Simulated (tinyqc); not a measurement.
Deep-level transient spectroscopy (DLTS) of one majority-carrier trap: one step, computed by the program tinyqc.

A filling pulse loads the traps in a one-sided junction; under reverse bias they empty at the rate e, and the capacitance relaxes as C(t) = C_0 - dC exp(-e t). The signal is S = [C(t_2) - C(t_1)]/dC.

Task: Signal size and trap density. W = sqrt(2 eps eps_0 (V_b + V_r)/(e N)), C_0 = eps eps_0 area/W. The pulse goes to zero bias, W_0 = W(V_r = 0). Traps within lambda = sqrt(2 eps eps_0 (E_t - E_F)/(e^2 N)) of the depletion edge stay filled, with E_F = k_B T_p ln(N_b/N) from the band, N_b = 2 M (2 pi m k_B T_p/h^2)^(3/2) (dopants taken as fully ionised). dC = C_0 (N_t/2N) f, f = [(W - lambda)^2 - max(W_0 - lambda, 0)^2]/W^2. The simple estimate is 2 N dC/C_0.

Inputs (values chosen for the exercise, for a model semiconductor):
```
quantity                    value   unit
density-of-states mass m    0.231    m_0
valleys M                       1      -
trap depth E_t               0.29     eV
temperature T                 145      K
doping N                  7.6e+14  cm^-3
trap density N_t          5.1e+13  cm^-3
dielectric constant eps      8.06      -
built-in voltage V_b         0.54      V
reverse bias V_r              2.1      V
diode area                0.00082   cm^2
```

Carriers: electrons. Extra term: none.

peak temperature T_p = 216.1422 K

Constants: eps_0 = 8.8541878128e-12 F/m; e = 1.602176634e-19 C; k_B = 8.617333262e-05 eV/K; m_0 = 9.1093837015e-31 kg; k_B = 1.380649e-23 J/K; h = 6.62607015e-34 J s.

Give: depletion width W; C_0; lambda; f; transient amplitude dC; simple estimate of N_t.

Result:

depletion width W = 1.759 micrometre

C_0 = 3.327 pF

lambda = 0.4141 micrometre

f = 0.5376

transient amplitude dC = 60.00 fF

simple estimate of N_t = 2.742e+13 cm^-3

The simple estimate finds 54 % of the traps. Caution: N_t is not very small against the doping, so the transient is not exactly a single exponential.
